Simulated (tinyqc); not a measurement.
Changing the activation volume V_k: oxidation of curved silicon (wires and holes): cylindrical Deal-Grove kinetics with stress-retarded reaction. Computed by tinyqc, a small Python program. Command: `OMP_NUM_THREADS=1 python tinyqc.py 3018935 3018936 out.jsonl wireox sweep`. One thread of a shared host (Intel(R) Xeon(R) Processor @ 2.30GHz), about 0.03 s of CPU time with the checks.

Silicon fills r < a and oxide a < r < b. One volume of silicon gives 2.25 volumes of oxide, and the length is fixed.

Inputs (values chosen for the exercise, close to those used for silicon in dry oxygen): prefactor B0 = 768 um^2/h; activation energy E_B = 1.23 eV; prefactor (B/A)0 = 4.39e+06 um/h; activation energy E_A = 1.99 eV; starting silicon radius a0 = 45 nm; starting oxide x_i = 1 nm; viscosity prefactor eta0 = 1e-08 Pa s; viscosity energy E_eta = 5.58 eV; critical shear stress s_c = 45 MPa; temperature T = 1025 C; time t = 0.33 h.

Shape: wire (convex).

Constants: k_B = 8.617333262e-05 eV/K.

Method:
- B = B0 exp(-E_B/(k_B T)), B/A = (B/A)0 exp(-E_A/(k_B T)), eta = eta0 exp(E_eta/(k_B T)); 1 um = 1000 nm.
- Temperatures in kelvin are T(C) + 273.15.
- Geometry: b^2 = b0^2 + 1.25 (a0^2 - a^2), b0 = a0 + x_i.
- Rate of oxide made per interface area: q = 1/[1/k + 2 a |ln(b/a)|/B], and |da/dt| = q/2.25. Reaction k = (B/A) exp(-sigma V_k/(k_B T)). New oxide pushes the old with radial speed u = 1.25 |da/dt| at r = a; the shear stress at radius r is s_c asinh(z a^2/r^2), z = 2 eta u/(a s_c) (Eyring flow), and the compressive normal stress at the interface is sigma = |int_a^b 2 s/r dr| = s_c |F(z) - F(z a^2/b^2)|, F(y) = int_0^y asinh(w)/w dw. q and sigma are solved together. 1 MPa angstrom^3 = 6.241509e-6 eV.
- Integrate da/dt adaptively (tolerance 1e-8); a wire counts as consumed at a = 0.5 nm and a hole as closed at b = 0.5 nm. Planar reference: x^2 + A x = B t + x_i^2 + A x_i, A = B/(B/A).

One run for each value; columns: (1) activation volume V_k (angstrom^3); (2) oxide thickness (nm); (3) normal stress at time t (MPa); (4) ratio to the planar thickness:
```
(1)     (2)     (3)      (4)
2    21.828  292.03  0.89361
5    21.434  284.92  0.87748
10   20.818  273.93  0.85224
15   20.246  263.88  0.82885
20   19.715  254.66  0.80710
30   18.756  238.31  0.76784
40   17.913  224.25  0.73333
```

What does the table show, and why?

Over the rows, oxide thickness (nm) falls from 21.8 to 17.9 (exponent d ln y / d ln x -0.020 between the first rows and -0.16 between the last); normal stress at time t (MPa) falls from 292 to 224 (exponent d ln y / d ln x -0.027 between the first rows and -0.21 between the last); ratio to the planar thickness falls from 0.894 to 0.733 (exponent d ln y / d ln x -0.020 between the first rows and -0.16 between the last). Feedback: a slower reaction pushes the oxide less, so the stress itself falls as V_k grows.

Caution (all rows): planar dry oxides this thin grow faster than Deal-Grove predicts. Caution (all rows): the oxide is taken as a purely viscous fluid in steady flow; elasticity, stress-dependent diffusion and thin-oxide enhancement are left out.
